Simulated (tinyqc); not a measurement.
Three ways to the same curve: density of states of one tight-binding band on the simple cubic lattice.

E(k) = -2 t (c1 + c2 + c3) - 4 t2 (c1 c2 + c2 c3 + c3 c1) with ci = cos(2 pi ki); k in fractions of the reciprocal vectors, mesh k_i = j/N with j = 0 .. N-1. Densities are per cell and per spin, so the band holds one state.

Each cube of the mesh, corners numbered 0 to 7 as the binary number (i j l), is cut into six tetrahedra around the diagonal 0-7: 0137, 0157, 0237, 0267, 0457, 0467. For corner energies e1 <= e2 <= e3 <= e4 and eij = ei - ej, the share of the tetrahedron below E is n = (E - e1)^3/(e21 e31 e41) for e1 < E < e2; n = [e21^2 + 3 e21 x + 3 x^2 - (e31 + e42) x^3/(e32 e42)]/(e31 e41) with x = E - e2 for e2 < E < e3; n = 1 - (e4 - E)^3/(e41 e42 e43) for e3 < E < e4; its density of states is g = dn/dE.

Gaussian broadening: g(E) = mean over the mesh of exp(-(E - E_k)^2/(2 sigma^2))/(sigma sqrt(2 pi)), n(E) = mean of erfc((E_k - E)/(sigma sqrt 2))/2.

Inputs chosen for the exercise: t = 0.48 eV (nearest hopping); t2 = 0 eV (second hopping); N2 = 10 (mesh points along each axis in this comparison); sigma = 0.24 eV (Gaussian width).

N = N2 here; the reference is the linear method with N = 36.

g(E) (1/eV):
```
E (eV)  reference  linear tetrahedra  Gaussian, sigma  Gaussian, sigma/4  reference n(E)
-2.356      0.064              0.057            0.062              0.054           0.021
-1.832      0.109              0.106            0.109              0.153           0.066
-1.308      0.173              0.175            0.184              0.219           0.138
-0.785      0.301              0.317            0.286              0.570           0.265
-0.261      0.298              0.308            0.306              0.562           0.422
0.263       0.298              0.308            0.306              0.569           0.578
0.786       0.301              0.317            0.286              0.569           0.735
1.310       0.173              0.174            0.184              0.220           0.862
1.833       0.109              0.106            0.109              0.154           0.935
2.357       0.064              0.057            0.062              0.053           0.979
```

What does the comparison show, and why?

Root-mean-square errors against the reference: 0.0091 for linear tetrahedra, 0.0090 for sigma and 0.1720 for sigma/4. The narrow Gaussian is worse than the wide one, because it resolves the separate mesh levels. The reference is highest at -0.785 and 0.786 eV of the energies listed, and half filling lies between -0.261 and 0.263 eV.

Computed by tinyqc, a small Python program: `OMP_NUM_THREADS=1 python tinyqc.py 1681199 1681200 out.jsonl` (the numbers bound the seed that draws the inputs); one thread of a shared host (Intel(R) Xeon(R) Processor @ 2.30GHz), about 0.3 s for the whole set of steps.
